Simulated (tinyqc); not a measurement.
# Two-diode model of a solar cell: two studies

J is the current delivered and Vj = V + J Rs the junction voltage. J = X JL - J01 (exp(Vj/(n1 Vt)) - 1) - J02 (exp(Vj/(2 Vt)) - 1) - Vj/Rp. The photocurrent does not depend on voltage.

Values chosen for this exercise; values of the order met in cells of CIGS: temperature T = 298.15 K; photocurrent at one sun JL = 37.2 mA/cm^2; concentration X = 0.3 suns; saturation current of the first diode J01 = 7.6e-15 A/cm^2; ideality factor of the first diode n1 = 1; series resistance Rs = 0 ohm cm^2; shunt resistance Rp = 40000 ohm cm^2; incident power at one sun Pin = 100 mW/cm^2; saturation current of the second diode (ideality 2) J02 = 3.8e-8 A/cm^2.

Constants: q = 1.602176634e-19 C, kB = 1.380649e-23 J/K, Vt = kB T/q. Results are converted to the units shown.

Each table varies one quantity; the others keep the values above.

## Effect of the saturation current of the first diode

Jsc at V = 0, Voc at J = 0, the maximum power point where J (1 + 2 Rs G) = G Vj with G = -dJ/dVj; FF = Vmp Jmp/(Voc Jsc); efficiency Vmp Jmp/(X Pin). Empirical fill factor without parasitics FF0 = (v - ln(v + 0.72))/(v + 1), v = Voc/(n1 Vt).

The same in every row: Jsc (mA/cm^2) = 11.16.

Effect of the saturation current of the first diode:

| J01 (A/cm^2) | Voc (V) | Vmp (V) | Jmp (mA/cm^2) | FF | efficiency (%) | FF0 |
|---|---|---|---|---|---|---|
| 8e-17 | 0.6468 | 0.5228 | 10.15 | 0.7351 | 17.69 | 0.8375 |
| 8e-16 | 0.6466 | 0.5228 | 10.15 | 0.7354 | 17.69 | 0.8374 |
| 8e-15 | 0.6440 | 0.5223 | 10.15 | 0.7380 | 17.68 | 0.8370 |
| 8e-14 | 0.6285 | 0.5185 | 10.19 | 0.7529 | 17.60 | 0.8340 |
| 8e-13 | 0.5898 | 0.4989 | 10.30 | 0.7810 | 17.14 | 0.8262 |
| 8e-12 | 0.5377 | 0.4581 | 10.42 | 0.7957 | 15.92 | 0.8142 |

Read the table: what changes, and by how much?

As J01 goes from 8e-17 to 8e-12, Voc falls from 0.647 to 0.538 V, FF rises from 0.735 to 0.796 and the efficiency falls from 17.7 to 15.9 %. Voc changes by -52.2 mV a decade between the last two rows and -0.283 mV between the first two.

## Effect of the concentration

Same model as above.

Effect of the concentration:

| X (suns) | Jsc (mA/cm^2) | Voc (V) | Vmp (V) | Jmp (mA/cm^2) | FF | efficiency (%) | FF0 |
|---|---|---|---|---|---|---|---|
| 0.01 | 0.37200 | 0.47044 | 0.36241 | 0.31904 | 0.66068 | 11.562 | 0.79565 |
| 0.04 | 1.4880 | 0.54255 | 0.42786 | 1.3202 | 0.69967 | 14.121 | 0.81536 |
| 0.1 | 3.7200 | 0.58932 | 0.47084 | 3.3452 | 0.71845 | 15.750 | 0.82606 |
| 0.5 | 18.600 | 0.66874 | 0.54624 | 17.001 | 0.74662 | 18.574 | 0.84141 |
| 2 | 74.400 | 0.73091 | 0.61033 | 68.755 | 0.77168 | 20.982 | 0.85150 |
| 6 | 223.20 | 0.77381 | 0.65904 | 208.02 | 0.79374 | 22.848 | 0.85768 |
| 20 | 744.00 | 0.81483 | 0.70807 | 700.24 | 0.81787 | 24.791 | 0.86308 |
| 80 | 2976.0 | 0.85683 | 0.75738 | 2832.1 | 0.84118 | 26.812 | 0.86817 |
| 300 | 11160 | 0.89391 | 0.79843 | 10709 | 0.85709 | 28.501 | 0.87232 |

As X goes from 0.01 to 300, Voc rises from 0.470 to 0.894 V, FF rises from 0.661 to 0.857 and the efficiency rises from 11.6 to 28.5 %. Voc gains 64.6 mV a decade at the top and 120 mV at the bottom (n1 Vt ln 10 = 59.2 mV).

tinyqc, about 0.01 s, one thread, Intel Xeon 2.30GHz (shared host): `OMP_NUM_THREADS=1 python tinyqc.py 2280135 2280136 out.jsonl`
